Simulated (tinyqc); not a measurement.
Inside a calculation. Method: coupled-perturbed Hartree-Fock on RHF in the sto-3g basis, for BeH+, spin multiplicity 1. One step of it, computed by the program tinyqc.

Task: Response to a field: uncoupled start. Field along z; U_ai = -mu_ai / (e_a - e_i), alpha = -4 sum U_ai mu_ai.

orbital energies (hartree): MO1 -5.022050, MO2 -0.742158, MO3 -0.264363, MO4 -0.144357, MO5 -0.144357, MO6 0.358294

dipole integrals <a|z|i> (bohr), order a3, a4, a5, a6:
$$\begin{pmatrix}
-0.103550 & -0.678469 \\
0.000000 & 0.000000 \\
0.000000 & 0.000000 \\
-0.101500 & 0.733938
\end{pmatrix}$$

Give: uncoupled U; uncoupled polarisability.

Result:

uncoupled U, order a3, a4, a5, a6:
$$\begin{pmatrix}
0.0218 & 1.4200 \\
0.0000 & 0.0000 \\
0.0000 & 0.0000 \\
0.0189 & -0.6669
\end{pmatrix}$$

uncoupled polarisability = 5.8284 bohr^3
